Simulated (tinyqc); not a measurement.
# Inputs raised by 5 %, one at a time

Model: lateral field, substrate current, probability of reaching the oxide barrier and hot-carrier lifetime of a silicon transistor (pseudo-two-dimensional and lucky-electron models). Computed by tinyqc, a small Python program. Command: `OMP_NUM_THREADS=1 python tinyqc.py 3025197 3025198 out.jsonl hotcar sens`. One thread of a shared host (Intel(R) Xeon(R) Processor @ 2.30GHz), about 0.01 s of CPU time with the checks.

Local-field models: a lucky carrier gains its energy at the peak field over a path free of collisions. Voltages are magnitudes.

Inputs (values chosen for the exercise, modelled on a silicon p-channel):
```
quantity                           value                      unit
channel length L                     450                        nm
oxide thickness t                    8.7                        nm
junction depth x_j                   150                        nm
mobility mu                          110                cm^2/(V s)
saturation velocity v_s             0.72                  1e7 cm/s
threshold voltage V_T               0.61                         V
gate voltage V_G                     2.5                         V
drain voltage V_D                      5                         V
ionisation prefactor A_i           9e+06                      1/cm
ionisation field B_i                 3.7                     MV/cm
hot-carrier mean free path lambda    4.6                        nm
oxide barrier phi_b                  4.6                        eV
interface-trap threshold phi_it      4.7                        eV
lifetime constant H                    4  s microampere/micrometre
```

Drain: abrupt.

Constants: eps_0 = 8.8541878128e-12 F/m.

Method:
- C_ox = 3.9 eps_0/t; F_sat = 2 v_s/mu; V_Dsat = V_ov F_sat L/(V_ov + F_sat L), V_ov = V_G - V_T; I_D/W = C_ox v_s (V_ov - V_Dsat).
- Scale length l = 0.22 t^(1/3) x_j^(1/2) (all in cm); F_m = sqrt(((V_D - V_Dsat)/l_e)^2 + F_sat^2), with l_e = l; length of the velocity-saturated region l_e ln((V_D - V_Dsat)/(l_e F_sat) + F_m/F_sat).
- Substrate current I_sub/I_D = (A_i/B_i)(V_D - V_Dsat) exp(-B_i/F_m); probability of reaching the oxide barrier exp(-phi_b/(e lambda F_m)); lifetime tau = (H/(I_D/W)) exp(phi_it/(e lambda F_m)).
- V_10 solves tau = 3.156e8 s at the given V_G. The extrapolation fits ln(tau) against 1/V_D at 1, 1.08, 1.16 and 1.25 times the given V_D (rounded to 3 digits) by least squares and reads off the same tau.

Runs; columns: (1) input moved; (2) from; (3) to; (4) peak field F_m (kV/cm); (5) lifetime tau (s); (6) drain current I_D/W (microampere/micrometre); (7) ten-year drain voltage V_10 (V):
```
(1)                            (2)     (3)     (4)         (5)     (6)     (7)
base run                         -       -  457.89  1.4960e+08  131.20  4.8740
oxide thickness t (nm)         8.7   9.135  451.12  2.1965e+08  124.95  4.9386
junction depth x_j (nm)        150   157.5  447.77  2.4775e+08  131.20  4.9590
gate voltage V_G (V)           2.5   2.625  449.59  2.0191e+08  146.77  4.9262
drain voltage V_D (V)            5    5.25  487.43  3.8708e+07  131.20  4.8740
ionisation field B_i (MV/cm)   3.7   3.885  457.89  1.4960e+08  131.20  4.8740
mobility mu (cm^2/(V s))       110   115.5  458.18  1.4220e+08  136.10  4.8661
threshold voltage V_T (V)     0.61  0.6405  459.96  1.3925e+08  127.50  4.8611
```

Exponents ln(y'/y) / ln(x'/x):
```
input                  peak field F_m  lifetime tau  drain current I_D/W  ten-year drain voltage V_10
oxide thickness t              -0.306         7.872               -1.000                        0.270
junction depth x_j             -0.458        10.339                0.000                        0.354
gate voltage V_G               -0.375         6.145                2.299                        0.219
drain voltage V_D               1.281       -27.709                0.000                        0.000
ionisation field B_i            0.000         0.000                0.000                        0.000
mobility mu                     0.013        -1.040                0.753                       -0.033
threshold voltage V_T           0.092        -1.470               -0.586                       -0.054
```

To which inputs is each result most sensitive?

Among the inputs moved here: peak field F_m answers most in size to drain voltage V_D (exponent +1.281), next to junction depth x_j (-0.458); its exponent is below 0.0005 for ionisation field B_i. Its exponent -0.306 in oxide thickness t: l grows as t^(1/3). Lifetime tau answers most in size to drain voltage V_D (exponent -27.709), next to junction depth x_j (+10.339); its exponent is below 0.0005 for ionisation field B_i. Drain current I_D/W answers most in size to gate voltage V_G (exponent +2.299), next to oxide thickness t (-1.000); its exponent is below 0.0005 for junction depth x_j, drain voltage V_D, ionisation field B_i. Its exponent -1.000 in oxide thickness t: the current follows C_ox. Ten-year drain voltage V_10 answers most in size to junction depth x_j (exponent +0.354), next to oxide thickness t (+0.270); its exponent is below 0.0005 for drain voltage V_D, ionisation field B_i.

Caution (all rows): the empirical formula for l was fitted to oxides of about 15 nm or more; for thinner ones it is an extrapolation.

Extremes, crossings and ranges named in words are read from the listed rows.
